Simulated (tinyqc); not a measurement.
# Inputs raised by 2 %, one at a time

Model: thermal stress, cracking, delamination and buckling of a thin film; Griffith cracks and misfitting inclusions. Computed by tinyqc, a small Python program. Command: `OMP_NUM_THREADS=1 python tinyqc.py 3021887 3021888 out.jsonl filmcrack sens`. One thread of a shared host (Intel(R) Xeon(R) Processor @ 2.30GHz), about 0.02 s of CPU time with the checks.

Isotropic linear elasticity; the substrate is much thicker than the film; stress is positive in tension.

Inputs (values chosen for the exercise, modelled on a tungsten film on silicon): film Young's modulus E = 395 GPa; film Poisson ratio nu = 0.29; film expansion alpha_f = 4.41 1e-6/K; substrate expansion alpha_s = 3.2 1e-6/K; deposition temperature T_d = 1175 K; final temperature T = 300 K; intrinsic stress = -510 MPa; film thickness h = 0.089 micrometre; film toughness Gamma_f = 10.2 J/m^2; interface toughness Gamma_i = 3.3 J/m^2; substrate Young's modulus E_s = 153 GPa; substrate Poisson ratio nu_s = 0.24; inclusion radius R = 0.064 micrometre.

Inclusion: long cylinder (a filled via).

Method:
- Thermal strain = (alpha_f - alpha_s)(T_d - T); stress = E/(1 - nu) x strain + intrinsic stress; plane-strain modulus Ebar = E/(1 - nu^2); G0 = stress^2 h/(2 Ebar) is the energy freed per area when a long strip loses its stress across its width.
- Dundurs alpha = (Ebar - Ebar_s)/(Ebar + Ebar_s), with Ebar_s = E_s/(1 - nu_s^2). The channel-crack factor is taken as g = 1.258 (1 - alpha)^(-0.7), a rough interpolation chosen for the exercise (1.258 is the value for matched materials).
- Channel crack through the film: G = pi g G0, critical thickness where G = Gamma_f. Steady delamination from an edge: G = G0, critical thickness where G = Gamma_i.
- Film material fills a long cylinder of radius R in the substrate, with the misfit e = thermal strain (it wants to shrink if e > 0). With the axial strain held by the substrate, s0 = (1 + nu) e/[(1 + nu)(1 - 2 nu)/E + (1 + nu_s)/E_s]; inside s_rr = s_tt = s0 and s_zz = E e + 2 nu s0; outside s_rr = s0 (R/r)^2, s_tt = -s_rr. Keep-out radius: where |s_rr| falls to 10 MPa (R if it is lower at the wall).

Runs; columns: (1) input moved; (2) from; (3) to; (4) film stress (MPa); (5) critical thickness for delamination (micrometre); (6) radial stress at the wall s0 (MPa); (7) keep-out radius (micrometre):
```
(1)                                     (2)      (3)     (4)     (5)     (6)      (7)
base run                                  -        -   79.02   455.8  144.13  0.24297
film Young's modulus E (GPa)            395    402.9   90.80   352.1  144.54  0.24332
film Poisson ratio nu                  0.29   0.2958   83.87   406.1  145.26  0.24393
film expansion alpha_f (1e-6/K)        4.41   4.4982  121.96   191.4  154.63  0.25167
substrate expansion alpha_s (1e-6/K)    3.2    3.264   47.87  1242.2  136.50  0.23646
intrinsic stress (MPa)                 -510   -520.2   68.82   600.9  144.13  0.24297
film thickness h (micrometre)         0.089  0.09078   79.02   455.8  144.13  0.24297
inclusion radius R (micrometre)       0.064  0.06528   79.02   455.8  144.13  0.24783
```

Exponents ln(y'/y) / ln(x'/x):
```
input                        film stress  critical thickness for delamination  radial stress at the wall s0  keep-out radius
film Young's modulus E             7.017                              -13.034                         0.144            0.072
film Poisson ratio nu              3.009                               -5.830                         0.397            0.198
film expansion alpha_f            21.913                              -43.827                         3.553            1.776
substrate expansion alpha_s      -25.314                               50.629                        -2.744           -1.372
intrinsic stress                  -6.979                               13.958                         0.000            0.000
film thickness h                   0.000                                0.000                         0.000            0.000
inclusion radius R                 0.000                                0.000                         0.000            1.000
```

Among the inputs moved here: film stress answers most in size to substrate expansion alpha_s (exponent -25.314), next to film expansion alpha_f (+21.913); its exponent is below 0.0005 for film thickness h, inclusion radius R. critical thickness for delamination answers most in size to substrate expansion alpha_s (exponent +50.629), next to film expansion alpha_f (-43.827); its exponent is below 0.0005 for film thickness h, inclusion radius R. radial stress at the wall s0 answers most in size to film expansion alpha_f (exponent +3.553), next to substrate expansion alpha_s (-2.744); its exponent is below 0.0005 for intrinsic stress, film thickness h, inclusion radius R. keep-out radius answers most in size to film expansion alpha_f (exponent +1.776), next to substrate expansion alpha_s (-1.372); its exponent is below 0.0005 for intrinsic stress, film thickness h. Its exponent +1.000 in inclusion radius R: the field scales with r/R.

Caution (all rows): a critical thickness above 100 micrometres is no longer thin against a usual wafer, so it is only formal.
